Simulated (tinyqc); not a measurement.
Frequency dispersion of an accumulation capacitance by border traps, distributed model: two steps of the calculation.

Traps spread evenly through the insulator exchange electrons with the semiconductor by tunnelling, with tau(x) = t0 exp(2 ka x) at depth x from the interface. The admittance per area Y seen at depth x obeys dY/dx = -Y^2/(i w eps0 eox) + q Nb ln(1 + i w tau)/tau, with Y(0) = i w Cs and w = 2 pi f; the gate sees Y(tox) = G + i w C. Working variable y = Y/(i w), in uF/cm^2. Cox = eps0 eox/tox.

Inputs (values chosen for the exercise); permittivity close to that of zirconium oxide: relative permittivity of the insulator eox = 21.2; insulator thickness tox = 3.7 nm; semiconductor capacitance in accumulation Cs = 3 uF/cm^2; density of border traps Nb = 1.1e19 cm^-3 eV^-1; decay constant of the wave function in the insulator ka = 4.6 1/nm; time constant of a trap at the interface t0 = 2e-9 s; frequency f = 10000 Hz; depth down to which the steps are taken xe = 1.5 nm.

Constants: q = 1.602176634e-19 C, eps0 = 8.8541878128e-14 F/cm where lengths are in cm. Results are converted to the units shown.

Problem 1. Scales and lumped estimate. Cox; trap-free value 1/(1/Cox + 1/Cs); response depth d = ln(1/(w t0))/(2 ka), where w tau = 1; lumped estimate: all traps within d act as C_bt = q Nb d placed at d/2, so C = 1/{1/[1/(1/Cs + d/(2 eps0 eox)) + C_bt] + (tox - d/2)/(eps0 eox)}.

Wanted: Cox; trap-free C; d; C_bt; lumped C.

Solution 1.

Cox = 5.0732 uF/cm^2
trap-free C = 1.8852 uF/cm^2
d = 0.97629 nm
C_bt = 0.17206 uF/cm^2
lumped C = 1.9626 uF/cm^2

The traps within reach amount to 0.0574 Cs and lie in the first 26.4 % of the insulator.

Problem 2. Capacitance and conductance at the gate. Beyond xe the traps are ignored, so 1/y(tox) = 1/y(xe) + (tox - xe)/(eps0 eox); C = Re y, G/w = -Im y, loss tangent G/(w C).

y at xe = 2.5662548-0.0260208i uF/cm^2

Find: y at the gate; C; G/w; loss tangent.

Solution 2.

y at the gate = 1.973-0.015i uF/cm^2
C = 1.973 uF/cm^2
G/w = 0.01538 uF/cm^2
loss tangent = 0.007795

Program tinyqc, `OMP_NUM_THREADS=1 python tinyqc.py 2202201 2202202 out.jsonl`; Intel Xeon 2.30GHz, shared host, one thread, about 0.3 s.
